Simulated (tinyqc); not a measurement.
Wafer bonding and layer transfer: bond energy, gap closing, particles, bonding of dissimilar wafers and hydrogen blisters: one step, computed by the program tinyqc.

gamma is the energy per area of each of the two surfaces; plates are isotropic, and both wafers have E1 and t1.

Problem. Blistering after hydrogen implantation. A flat crack of radius r under a layer of thickness d, as a clamped plate: centre height w = 3 p r^4/(16 E' d^3), volume pi r^2 w/3, energy release G = 3 p^2 r^4/(32 E' d^3), E' = E1/(1 - nu^2). It grows when G = 2 gamma_s. The gas comes from the area pi r^2: p V = (dose x share/2) pi r^2 k_B T, and G = p w/2 = (3/2) N k_B T with N the H2 molecules per area. Share needed: G = 2 gamma_s. The pressure and height at growth are given for r = 10 d.

Inputs (values chosen for the exercise, with wafer 1 close to silicon):

| quantity | value | unit |
|---|---|---|
| Young's modulus E1 | 136 | GPa |
| Poisson ratio nu | 0.19 | - |
| implant depth d | 0.37 | micrometre |
| hydrogen dose | 9.3 | 1e16/cm^2 |
| share of the dose released as H2 | 0.29 | - |
| surface energy of the weakened plane gamma_s | 0.93 | J/m^2 |
| anneal temperature T | 725 | K |

Constants: k_B = 1.380649e-23 J/K.

Give: energy release G; share of the dose needed; pressure at growth; height at growth.

Solution.

energy release G = 2.025 J/m^2

share of the dose needed = 0.2664

pressure at growth = 27.51 MPa

height at growth = 135.2 nm

The released gas suffices: cracks grow, as blisters under a free surface or as a split under a bonded stiffener. In this plate limit G depends on neither r nor d.
